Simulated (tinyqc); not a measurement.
Phonon transmission through an interface between two chains by Green functions: one step, computed by the program tinyqc. Command: `OMP_NUM_THREADS=1 python tinyqc.py 3021396 3021397 out.jsonl agf walk`. One thread of a shared host (Intel(R) Xeon(R) Processor @ 2.30GHz), about 0.01 s of CPU time with the checks.

Two semi-infinite chains (masses m_1, m_2; springs k_1, k_2), motion along the chain. The central region holds the end atom of each chain and three interlayer atoms of mass m_b, joined by springs k_b. lambda = omega^2 in eV/(angstrom^2 u); nu = 15.6333042 THz x sqrt(lambda).

Task: Band tops and impedances. nu_max = 15.6333042 THz x 2 sqrt(k/m); impedance Z = sqrt(k m); long-wave transmission 4 Z_1 Z_2/(Z_1 + Z_2)^2; the probe frequency is the given share of the lower band top.

Inputs (values chosen for the exercise, for two model chains): mass m_1 = 66.5 u; spring k_1 = 4.37 eV/angstrom^2; mass m_2 = 38.4 u; spring k_2 = 8.57 eV/angstrom^2; probe frequency / lower band top = 0.85.

Atoms in the interlayer: three.

Constants: nu for 1 eV/(angstrom^2 u) = 15.6333042 THz.

Give: band top of chain 1; band top of chain 2; Z_1; Z_2; long-wave transmission; probe frequency.

Result:

band top of chain 1 = 8.015 THz

band top of chain 2 = 14.77 THz

Z_1 = 17.05 sqrt(eV u)/angstrom

Z_2 = 18.14 sqrt(eV u)/angstrom

long-wave transmission = 0.9990

probe frequency = 6.813 THz
